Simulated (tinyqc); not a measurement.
Inside a calculation: Wannier functions of a composite (isolated) pair of valence bands (bonds of an sp chain). Values are carried at full precision from step to step, so a last printed digit may differ when a step is redone from the rounded ones.

Each atom has a hybrid pointing left (<) and right (>). H(k): diagonal +V3 on A, -V3 on B; <A<|A>> = -V1a, <B<|B>> = -V1b, <A>|B<> = -V2, <B>|A<> = -V2p exp(ik); k in 1/a, Bloch sums with exp(ikR). The two lowest bands are filled. Trial functions in cell 0: g1 = cos(c) A> + sin(c) B<, and g2 = sin(c) B> + cos(c) A< of cell 1, whose Bloch vector has cos(c) exp(-ik) on A<. Projection A_mn = <psi_m|g_n>, S = A^+ A, Loewdin U = A S^(-1/2), Bloch-like states w_n = sum_m psi_m U_mn, H_W(k) = U^+ diag(E) U. P = sum_m |psi_m><psi_m| is free of phase choices, and S = g^+ P g, w = P g S^(-1/2).

Parameters, chosen for this exercise: V2 = 4.35 eV (coupling in the bond A-B inside the cell); V2p = 4.99 eV (coupling in the bond to the next cell); V1a = 1.13 eV (coupling of the two hybrids on A); V1b = 0.93 eV (the same on B); V3 = 0 eV (A at +V3, B at -V3); j = 4 (mesh point, k = 2 pi j/N); N = 6 (k points); c = 45 degrees (trial bonds cos(c) on A, sin(c) on B); xb = 0.41 a (position of B (A at 0)).

## H at one mesh point

Fill in the matrix.

H(k) (eV), lower triangle (Hermitian):
```
                A<       A>       B<  B>
A<               0
A>         -1.1300        0
B<               0  -4.3500        0
B>  2.4950+4.3215i        0  -0.9300   0
```

## Levels and the projector on the filled bands

Diagonalise; P = sum over the two lowest states of |psi><psi|.

levels (eV): -5.3605  -4.1508  4.1508  5.3605

P, lower triangle (Hermitian):
```
                 A<              A>              B<      B>
A<           0.5000
A>   0.0856+0.0413i          0.5000
B<                0  0.4908+0.0107i          0.5000
B>  -0.2535-0.4204i               0  0.0807+0.0502i  0.5000
```

The filled states put 2.000 electrons on A and 2.000 on B at this k.

## Loewdin orthogonalisation

The trial vectors are the columns g1 = (0, cos c, sin c, 0), g2 = (cos c exp(-ik), 0, 0, sin c), k = 2 pi j/N. Form S = g^+ P g, its eigenvalues, S^(-1/2), and w = P g S^(-1/2).

S:
```
                1               2
1          0.9908  0.0011+0.0016i
2  0.0011-0.0016i          0.9908
```

eigenvalues of S: 0.9888  0.9927

S^(-1/2):
```
                 1                2
1           1.0046  -0.0005-0.0008i
2  -0.0005+0.0008i           1.0046
```

w:
```
                 1                2
A<  0.0605-0.0300i  -0.3577+0.6062i
A>  0.7038-0.0077i  -0.0562+0.0374i
B<  0.7038+0.0077i   0.0569-0.0362i
B>  0.0569+0.0362i   0.7038-0.0067i
```

The combinations of the trial bonds that diagonalise S lie 98.9 to 99.3 % inside the filled space; an eigenvalue near zero would mark a poor choice.

## The Hamiltonian in the new basis

H_W = w^+ H w; its eigenvalues must be the two filled levels.

H_W(k) (eV):
```
               1              2
1         -4.436  -0.177-0.482i
2  -0.177+0.482i         -5.076
```

eigenvalues (eV): -5.360  -4.151

## Hoppings between the Wannier functions

H_mn(R) = (1/N) sum_k exp(-ikR) H_W,mn(k), the coupling of function m in cell 0 to function n in cell R.

H(R) (eV):
```
R        11       12       21       22
-2   0.0004  -0.0034  -0.0001   0.0004
-1   0.0278  -0.5622  -0.0028   0.0278
0   -4.4075  -0.4616  -0.4616  -5.0475
1    0.0278  -0.0028  -0.5622   0.0278
2    0.0004  -0.0001  -0.0034   0.0004
3    0.0000  -0.0001  -0.0001   0.0000
```

The bond levels are -4.407 and -5.047 eV, against -sqrt(V2^2 + V3^2) = -4.350 and -4.990 for isolated bonds. Neighbouring bonds couple by -0.462 eV through B; the bond-orbital estimate is -V1b (1 + ap)/2 = -0.465 with the mean V2 in ap = V3/sqrt(V2^2 + V3^2).

## The functions in real space

w_n(R) = (1/N) sum_k exp(ikR) w_n(k); point-like hybrids at R (A) and R + xb (B) give centres and spreads.

Function 1:
```
R        A<       A>       B<       B>
-2   0.0000   0.0002  -0.0001  -0.0010
-1   0.0005   0.0056  -0.0035  -0.0424
0    0.0429   0.7049   0.7049   0.0355
1   -0.0349  -0.0035   0.0056   0.0004
2   -0.0008  -0.0001   0.0002   0.0000
3    0.0000   0.0000   0.0000   0.0000
```

centres (a): 1 0.2044, 2 0.7056

spreads (a^2): 1 0.0439, 2 0.0884

Function 1 has 99.4 % of its weight on the two hybrids of its bond. Its centre lies -0.0006 a from the middle of the bond.

## Checks

- Eigenvalues of H_W against the filled levels: they agree to 1e-10 or better.
- W^+ w against the unit matrix: they agree to 1e-10 or better.

Program tinyqc; command `OMP_NUM_THREADS=1 python tinyqc.py 1452617 1452618 out.jsonl`; about 0.3 s on one thread of a shared Intel(R) Xeon(R) Processor @ 2.30GHz.
